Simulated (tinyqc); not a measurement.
Which roughness does what: X-ray reflectivity of a thin film on silicon: critical angles, Parratt recursion, fringes and roughness. Computed by tinyqc, a small Python program. Command: `OMP_NUM_THREADS=1 python tinyqc.py 3120184 3120185 out.jsonl xrr walk`. One thread of a shared host (Intel(R) Xeon(R) Processor @ 2.30GHz), about 0.01 s of CPU time with the checks.

n = 1 - delta + i beta; the classical electron radius is r_e = 2.8179403e-6 nm. Layer 0 is vacuum, 1 the film, 2 the substrate.

Inputs (values chosen for the exercise, modelled on TaN on silicon, copper K-alpha radiation):

| quantity | value | unit |
|---|---|---|
| wavelength lambda | 0.15406 | nm |
| film density rho | 13.7 | g/cm^3 |
| effective electrons per unit mass, film | 0.412 | mol/g |
| beta/delta, film | 0.088 | - |
| film thickness d | 27.1 | nm |
| roughness of the surface sigma_1 | 0.41 | nm |
| roughness of the interface sigma_2 | 0.77 | nm |
| substrate density | 2.33 | g/cm^3 |
| effective electrons per unit mass, substrate | 0.507 | mol/g |
| beta/delta, substrate | 0.023 | - |
| grazing angle theta | 1.33 | degrees |

Constants: N_A = 6.02214076e+23 1/mol.

Method:
- delta = r_e lambda^2 rho_e/(2 pi), rho_e = density x electrons per mass x N_A; critical angle sqrt(2 delta), q_c = 4 sqrt(pi r_e rho_e).
- k_j = (2 pi/lambda) sqrt(sin^2 theta - 2 delta_j + 2 i beta_j); r_ij = (k_i - k_j)/(k_i + k_j) x exp(-2 k_i k_j sigma^2) (Nevot-Croce); r = (r_01 + r_12 p)/(1 + r_01 r_12 p), p = exp(2 i k_1 d); R = |r|^2.
- Far above the critical angle the period is d theta = lambda/(2 d), or 2 pi/d in q; the envelope runs between (|r_01| - |r_12 p|)^2 and (|r_01| + |r_12 p|)^2; contrast = 2 a b/(a^2 + b^2) with a = |r_01|, b = |r_12 p|; roughness factors on the amplitudes are about exp(-q^2 sigma^2/2).
- R is averaged over one period above each angle (64 points); contrast = (max - min)/(max + min) of R theta^4 over that period. Cases: smooth; only sigma_1; only sigma_2; both.

period in theta = 0.162860 degrees

Constants:

| layer | rho_e (1/nm^3) | delta | beta | critical angle (degrees) | q_c (1/nm) |
|---|---|---|---|---|---|
| film | 3399.14 | 3.61827e-05 | 3.18407e-06 | 0.487403 | 0.693881 |
| substrate | 711.40 | 7.57263e-06 | 1.74170e-07 | 0.222977 | 0.317437 |

Mean R and contrast:

| theta (degrees) | R smooth | contrast | R, sigma_1 | contrast, sigma_1 | R, sigma_2 | contrast, sigma_2 | R, both | contrast, both |
|---|---|---|---|---|---|---|---|---|
| 0.8 | 0.0092411 | 0.79916 | 7.6965e-03 | 0.86325 | 8.6568e-03 | 5.9522e-01 | 7.0705e-03 | 0.66641 |
| 1.2 | 0.0019551 | 0.85604 | 1.3441e-03 | 0.94610 | 1.5813e-03 | 4.4017e-01 | 9.6652e-04 | 0.52909 |
| 1.8 | 0.0004259 | 0.90538 | 2.1592e-04 | 0.99175 | 3.0658e-04 | 1.5875e-01 | 9.7124e-05 | 0.30761 |
| 2.5 | 0.0001212 | 0.93019 | 4.7425e-05 | 0.77918 | 8.3587e-05 | 2.9432e-02 | 9.1239e-06 | 0.16066 |
| 3.5 | 0.0000341 | 0.94311 | 1.1616e-05 | 0.31371 | 2.2142e-05 | 1.1299e-03 | 2.9813e-07 | 0.19356 |

What does the comparison show, and why?

At 2.5 degrees sigma_1 alone multiplies the mean R by 0.39 and sigma_2 alone by 0.69; the contrast goes from 0.93 (smooth) to 0.78 and 0.03.
